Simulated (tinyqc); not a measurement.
Space-charge-limited current with shallow traps: effect of the thickness.

One carrier type, drift only, an injecting contact at x = 0 (zero field) and thickness L. The share th = y/(1 + y), y = (Nc/Nt) exp(-Et/kB T), of the injected charge is free: J = q mu n F, eps0 eps_r dF/dx = q (n - n0)/th.

Ohmic J = q n0 mu V/L; Mott-Gurney J = (9/8) th eps0 eps_r mu V^2/L^3; they cross at Vx = 8 q n0 L^2/(9 th eps0 eps_r); traps fill at V_TFL = q Nt L^2/(2 eps0 eps_r). Exact: with u = n0/n(L), w = -u - ln(1 - u) and v = -u - u^2/2 - ln(1 - u), V = (q n0 L^2/(th eps0 eps_r)) v/w^2 and J = q^2 n0^2 mu L/(th eps0 eps_r w).

Values chosen for this exercise:
- T = 350 K (temperature)
- eps_r = 4.2 (relative permittivity)
- mu = 0.00026 cm^2/(V s) (mobility)
- Nc = 1.9e19 cm^-3 (band density of states)
- Nt = 1.1e17 cm^-3 (trap density)
- Et = 0.2 eV (trap depth)
- n0 = 4.9e14 cm^-3 (free carrier density in equilibrium)
- V = 5 V (voltage)

Constants: q = 1.602176634e-19 C, kB = 1.380649e-23 J/K, Vt = kB T/q, eps0 = 8.8541878128e-14 F/cm where lengths are in cm. Results are converted to the units shown.

Effect of the thickness:
```
L (nm)  J (A/cm^2)  ohmic (A/cm^2)  Mott-Gurney (A/cm^2)  d ln J/d ln V
130         0.2355        0.007851                0.2296          1.975
190        0.07760        0.005372               0.07355          1.947
280        0.02575        0.003645               0.02298          1.891
420       0.008685        0.002430              0.006809          1.778
610       0.003550        0.001673              0.002223          1.608
900       0.001635        0.001134              6.920e-4          1.381
1300      9.218e-4        7.851e-4              2.296e-4          1.187
1900      5.745e-4        5.372e-4              7.355e-5          1.075
```

J falls from 0.236 to 5.75e-4 A/cm^2, as L^(-2.93) between the first two rows and L^(-1.25) between the last two (space charge -3, ohmic -1). The thickness law marks a bulk-limited current; an electrode-limited one depends on V/L alone. For L = 130, 190 V exceeds half of V_TFL, which goes as L^2, so trap filling, left out here, would raise the current.

Range of the model: Diffusion and a field-dependent mobility are left out. With injecting contacts the diffusion current, about 4 pi^2 Vt th eps0 eps_r mu V/L^3, equals the Mott-Gurney current at V = 35 kB T/q (0.9 V at 300 K), so the drift-only result needs V well above that.

tinyqc, about 0.01 s, one thread, Intel Xeon 2.30GHz (shared host): `OMP_NUM_THREADS=1 python tinyqc.py 2370014 2370015 out.jsonl`
